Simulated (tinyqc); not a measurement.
Image-sensor pixel with a pinned photodiode, signal and noise: one step of the calculation.

A buried n layer between a heavily doped p+ surface layer and a p layer is emptied into a floating diffusion, read through a source follower with correlated double sampling (reset noise cancelled). One-dimensional abrupt junctions; no blooming, lag or crosstalk.

Question. Full well, conversion gain and read noise. Floating-diffusion limit Cf dV/q; full well FW is the smaller of the two; conversion gain CG = q As/Cf; read noise in electrons vn/CG. Reset noise sqrt(kB T Cf)/q is listed for comparison.

Parameters, values chosen for the exercise; material values close to those of silicon:
- T = 333 K (temperature)
- Cf = 1.6 fF (floating-diffusion capacitance)
- dV = 1.3 V (usable swing of the floating diffusion)
- As = 0.87 (source-follower gain)
- vn = 240 uV (read noise at the output)

Constants: q = 1.602176634e-19 C, kB = 1.380649e-23 J/K. Results are converted to the units shown.

diode capacity = 1.2749111e5 electrons

Give: floating-diffusion limit; FW; CG; read noise; reset noise.

Answer.

floating-diffusion limit = 1.298e4 electrons
FW = 1.298e4 electrons
CG = 87.12 uV/electron
read noise = 2.755 electrons
reset noise = 16.93 electrons

The floating diffusion limits the full well.

Program tinyqc, `OMP_NUM_THREADS=1 python tinyqc.py 2630136 2630137 out.jsonl`; Intel Xeon 2.30GHz, shared host, one thread, about 0.01 s.
